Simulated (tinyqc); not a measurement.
Comparisons within one model: ellipsoidal valleys in the axes of a wafer and a channel. A value that a table varies takes the place of the one given here.

Valleys with axes a along x, y and z, one whole valley each; inverse mass tensor w = 1/mt + (1/ml - 1/mt) a a. Device axes: z = nz/|nz|, x = nx/|nx|, y = z cross x; in them a = (ax, ay, az). Confinement mass mz = 1/w_zz. In the plane w_ij is replaced by u_ij = w_ij - w_iz w_jz/w_zz (i, j = x, y); density-of-states mass md = 1/sqrt(det u); conductivity mass along x mc = 1/u_xx; ballistic transport mass mx = u_yy/det u, width mass my = 1/u_yy.

Hard walls: E_n = c (n pi/t)^2/mz, c = hbar^2/2m0, n = 1, 2, 3. Non-degenerate share of a valley proportional to md sum_n exp(-E_n/kT); mean 1/mc = sum of share/mc. 1 nm = 10 angstrom.

Constants: hbar^2/2m0 = 3.80998211 eV angstrom^2; kB = 8.617333262e-05 eV/K.

Inputs chosen for the exercise (near those of the X valleys of AlAs; not measured data): ml = 1.066 m0 (longitudinal mass); mt = 0.198 m0 (transverse mass); t = 6 nm (thickness of the film); T = 300 K (temperature); nz = (1, 0, 0) (surface normal (confinement)); nx = (0, 1, 1) (channel direction).

## Wafer and channel orientation

For each face/channel: the lowest ladder (mz, number of valleys, md, E1, share) and the mean conductivity mass over all valleys.

Results:
```
face/channel     mz  valleys     md  E1 (meV)  share  mean mc
(111)/[1-10]  0.272        3  0.392      38.4  1.000   0.3156
(210)/[001]   0.568        1  0.271      18.4  0.523   0.2387
(100)/[011]   1.066        1  0.198       9.8  0.608   0.2356
(110)/[001]   0.334        2  0.354      31.3  0.784   0.2404
(113)/[1-10]  0.593        1  0.265      17.6  0.532   0.2493
(111)/[11-2]  0.272        3  0.392      38.4  1.000   0.3156
(110)/[1-11]  0.334        2  0.354      31.3  0.784   0.3399
```

What does this show?

The mean conductivity mass is lowest, 0.2356, for (100)/[011] and highest, 0.3399, for (110)/[1-11]; the bulk value is 0.2718. The confinement energy is lowest on the face with the heaviest mz ((100), 10 meV). The density of states of the lowest ladder, valleys times md, runs between 0.198 and 1.176; a small value limits the charge through the quantum capacitance.

## Thickness of the film

Share of the lowest ladder and mean conductivity mass.

Results:
```
t (nm)  lowest E1 (meV)  spread of E1 (meV)  share of the lowest ladder  mean mc
2.0                88.2               386.6                       1.000   0.1980
3.0                39.2               171.8                       0.994   0.1985
4.0                22.0                96.6                       0.907   0.2058
5.0                14.1                61.9                       0.740   0.2214
7.0                 7.2                31.6                       0.527   0.2452
10.0                3.5                15.5                       0.413   0.2602
14.0                1.8                 7.9                       0.337   0.2713
```

How do the results move?

The spread falls as 1/t^2 and passes kT = 25.9 meV between t = 7 and 10 nm; the share of the lowest ladder goes from 1.000 to 0.337 and the mean mass goes from 0.1980 to 0.2713, against 0.2718 for equal shares, the limit of a thick film (the bulk value 3/(1/ml + 2/mt) is 0.2718). Three subbands a valley become too few once E3 nears kT.

## What each parameter does

Lowest E1, its share and the mean conductivity mass. Each row changes one parameter from the base and keeps the others.

Results:
```
case           lowest E1 (meV)   share  mean mc (m0)
base                      9.80  0.6079        0.2356
ml = 1.173 m0             8.90  0.6134        0.2359
mt = 0.218 m0             9.80  0.5739        0.2625
t = 5.4 nm               12.10  0.6802        0.2276
T = 270 K                 9.80  0.6424        0.2317
```

How do the results move?

The largest shifts from the base row, up to three for each result and ties (the steps differ in size, so this ranks the rows, not the parameters). lowest E1 (meV): t +2.30, ml -0.89; unchanged at the printed digits by mt and T. share: t +0.0722, T +0.0344, mt -0.0340. mean mc (m0): mt +0.0269, t -0.0080, T -0.0039.

Run: tinyqc, `OMP_NUM_THREADS=1 python tinyqc.py 1850591 1850592 out.jsonl`; Intel(R) Xeon(R) Processor @ 2.30GHz, one thread, shared host; about 0.01 s of CPU time with all checks.
